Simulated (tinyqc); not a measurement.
# Surface potential of a MOS transistor: implicit equation and explicit approximations: effects of single changes

p-type body, charge-sheet picture, depletion and inversion only, full ionisation (an idealisation for deep acceptors), Boltzmann statistics (rough once Na exp(x - xn) passes about Nc/7). In units of Vt: xg = (Vg - Vfb)/Vt, x = psi/Vt, G = gamma/sqrt(Vt), xn = (2 phiF + Vc)/Vt. The implicit equation is (xg - x)^2 = G^2 [x - 1 + exp(x - xn)] for x above about 3. Cox = eps0 eox/tox.

Inputs (values chosen for the exercise); band and dielectric values close to those of silicon: temperature T = 250 K; band gap Eg = 1.13 eV; relative permittivity eps_r = 11.7; conduction-band density of states at T Nc = 2.16e19 cm^-3; valence-band density of states at T Nv = 2.02e19 cm^-3; relative permittivity of the gate insulator (close to silicon dioxide) eox = 3.9; insulator thickness tox = 9.6 nm; acceptor density Na = 4.1e16 cm^-3; flat-band voltage Vfb = -0.95 V; channel-body voltage Vc = 0.2 V; gate-body voltage Vg = 1.01 V.

Constants: q = 1.602176634e-19 C, kB = 1.380649e-23 J/K, Vt = kB T/q, eps0 = 8.8541878128e-14 F/cm where lengths are in cm. Results are converted to the units shown.

Each table varies one quantity; the others keep the values above.

## Accuracy of the approximations against gate voltage

ni = sqrt(Nc Nv) exp(-Eg/(2 Vt)), Eg in volts; phiF = Vt ln(Na/ni); gamma = sqrt(2 q eps0 eps_r Na)/Cox; VT = Vfb + Vt (xn + G sqrt(xn - 1)). Depletion value a = 1 + [sqrt(G^2/4 + xg - 1) - G/2]^2; inversion value b = xn + ln[(xg - xn)^2/G^2 - xn + 1] and first guess y = min(a, b) - ln(1 + exp(-|a - b|)) if a > xn + 1, else b = y = a; one second-order correction with D = exp(y - xn), p = 2 (xg - y) + G^2 (1 + D), w = (xg - y)^2 - G^2 (y - 1 + D): z = y + 2 w/(p + sqrt(p^2 - 2 (2 - G^2 D) w)), or the Newton step z = y + w/p where the root is not real. N_inv = (Cox Vt G/q) [sqrt(x - 1 + exp(x - xn)) - sqrt(x - 1)] at the root. Lambert form (Cox m Vt/q) W0[(G/(2 m sqrt(xn - 1))) exp((Vg - VT)/(m Vt))], m = 1 + G/(2 sqrt(xn - 1)). Errors under 1e-4 mV, and the linear form below VT, are printed as 0.

Accuracy of the approximations against gate voltage:
```
Vg (V),psi (V),x - xn,error of y (mV),error of z (mV),N_inv (cm^-2),Cox (Vg - VT)/q (cm^-2),Lambert form (cm^-2)
0.04,0.71912,-15.889,0,0,1180.5,0,778.38
0.24,0.88809,-8.0461,1.02e-3,0,2.6992e6,0,2.3432e6
0.44,1.0571,-0.19868,2.42,-5.56e-4,6.2919e9,0,6.3040e9
0.64,1.1396,3.6278,14.3,-2.16,2.4131e11,4.4417e11,2.4919e11
0.84,1.1645,4.7842,9.51,-0.449,6.2586e11,8.9318e11,6.4490e11
1.04,1.1792,5.4655,7.33,-0.185,1.0369e12,1.3422e12,1.0658e12
1.24,1.1898,5.9590,6.09,-0.101,1.4585e12,1.7912e12,1.4958e12
1.44,1.1982,6.3494,5.27,-0.0629,1.8858e12,2.2402e12,1.9305e12
1.64,1.2052,6.6737,4.67,-0.0428,2.3168e12,2.6892e12,2.3681e12
```

What does the comparison show?

psi rises from 0.719 to 1.21 V and ends 6.7 Vt above 2 phiF + Vc. Among the rows the first guess is off by at most 14 mV (at Vg = 0.64 V) and the corrected value by at most 2.2 mV. In the last row the linear form is 16 % above N_inv and the Lambert form 2.2 % above it; in the first row the Lambert form is 34 % below it. For Vg = 0.84, 1.04, 1.24, 1.44, 1.64 the electron quasi-Fermi level lies less than 2 Vt below the band edge at the surface, or above it, where degeneracy and confinement, left out, matter.

## Effect of the channel-body voltage at fixed gate voltage

Same model as above.

Results:
```
Vc (V),psi (V),x - xn,error of y (mV),error of z (mV),N_inv (cm^-2),Cox (Vg - VT)/q (cm^-2),Lambert form (cm^-2)
0,0.9889,5.917,6.14,-0.103,1.464e12,1.799e12,1.505e12
0.2,1.177,5.378,7.58,-0.206,9.744e11,1.275e12,1.002e12
0.4,1.360,4.572,10.5,-0.648,5.048e11,7.576e11,5.193e11
0.8,1.558,-4.803,0.0205,0,5.194e7,0,4.984e7
1,1.558,-14.09,0,0,4832,0,4126
```

Estimate the missing row, Vc = 0.6 V.

Computed row:
```
Vc (V),psi (V),x - xn,error of y (mV),error of z (mV),N_inv (cm^-2),Cox (Vg - VT)/q (cm^-2),Lambert form (cm^-2)
0.6,1.521,2.748,13.2,-1.05,9.492e10,2.456e11,9.733e10
```

With this row back in the table: As Vc goes from 0 to 1, psi rises from 0.989 to 1.56 V, x - xn falls from 5.92 to -14.1 and N_inv falls from 1.46e12 to 4830 cm^-2. The Lambert form lies between 0.854 and 1.03 times N_inv. psi follows Vc only while the surface is inverted; once x falls below xn it settles at the depletion value. For Vc = 0, 0.2, 0.4 the electron quasi-Fermi level lies less than 2 Vt below the band edge at the surface, or above it, where degeneracy and confinement, left out, matter.

Numbers from tinyqc (`OMP_NUM_THREADS=1 python tinyqc.py 2122115 2122116 out.jsonl`; about 0.01 s on one thread of a shared Intel Xeon 2.30GHz).
